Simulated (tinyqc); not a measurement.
MOS capacitor on a p-type substrate, surface potential from the exact charge relation: two steps of the calculation.

Uniform p-type substrate, Boltzmann statistics, full ionisation, classical densities. psi is the surface potential against the body (positive when the bands bend down) and u = psi/Vt. Traps are spread evenly over the gap and neutral at flat band, so their charge is -q Dit psi; the minority quasi-Fermi level is shifted by Vb.

Values chosen for this exercise; band and dielectric values close to those of In0.53Ga0.47As: temperature T = 350 K; band gap Eg = 0.744 eV; relative permittivity eps_r = 14.1; conduction-band density of states at T Nc = 2.63e17 cm^-3; valence-band density of states at T Nv = 9.67e18 cm^-3; electron affinity chi = 4.46 eV; acceptor density of the substrate N = 5.7e16 cm^-3; relative permittivity of the gate insulator (close to hafnium oxide) eox = 22.3; insulator thickness tox = 11 nm; gate work function phiM = 4.74 eV; fixed charge at the interface, in units of q Nf = 1.6e11 cm^-2; density of interface traps Dit = 0 cm^-2 eV^-1; reverse bias of the inversion layer against the body Vb = 0 V; gate voltage against the body Vg = -1.42 V.

Constants: q = 1.602176634e-19 C, kB = 1.380649e-23 J/K, Vt = kB T/q, eps0 = 8.8541878128e-14 F/cm where lengths are in cm. Results are converted to the units shown.

Question 1. Flat band, threshold and scales. ni = sqrt(Nc Nv) exp(-Eg/(2 Vt)), Eg in volts; phiF = Vt ln(N/ni); Cox = eps0 eox/tox; Vfb = phiM - chi - (Eg - Vt ln(Nv/N)) - q Nf/Cox; Q0 = sqrt(2 eps0 eps_r q N Vt); r = (ni/N)^2 exp(-Vb/Vt); VT = Vfb + [(2 phiF + Vb)(1 + q Dit/Cox) + sqrt(2 eps0 eps_r q N (2 phiF + Vb))/Cox].

Give: ni; phiF; Cox; Vfb; Q0; r; VT.

Answer 1.

ni = 7.0166e12 cm^-3
phiF = 0.27152 V
Cox = 1.7950 uF/cm^2
Vfb = -0.32344 V
Q0 = 26.225 nC/cm^2
r = 1.5153e-8
VT = 0.28159 V

Question 2. Newton step for the surface potential. u = psi/Vt; F^2 = exp(-u) + u - 1 + r (exp(u) - u - 1); Qs = -sign(u) Q0 F; Cs = -dQs/dpsi = (Q0/Vt) |1 - exp(-u) + r (exp(u) - 1)|/(2 F). f = Vfb + psi + (q Dit psi - Qs)/Cox - Vg, f' = 1 + (Cs + q Dit)/Cox, psi(new) = psi - f/f'.

psi at the start = -0.12064267 V
Cox = 1.7949853 uF/cm^2
Vfb = -0.32344457 V
Q0 = 26.224789 nC/cm^2
r = 1.5153189e-8

Give: u; F; Qs; Cs; f; f'; psi after iteration 1.

Answer 2.

u = -4.000
F = 7.043
Qs = 184.7 nC/cm^2
Cs = 3.309 uF/cm^2
f = 0.8730 V
f' = 2.843
psi after iteration 1 = -0.4277 V

Computed by the program tinyqc: `OMP_NUM_THREADS=1 python tinyqc.py 2060029 2060030 out.jsonl`, one thread of a shared Intel Xeon 2.30GHz, about 0.01 s for the whole run.
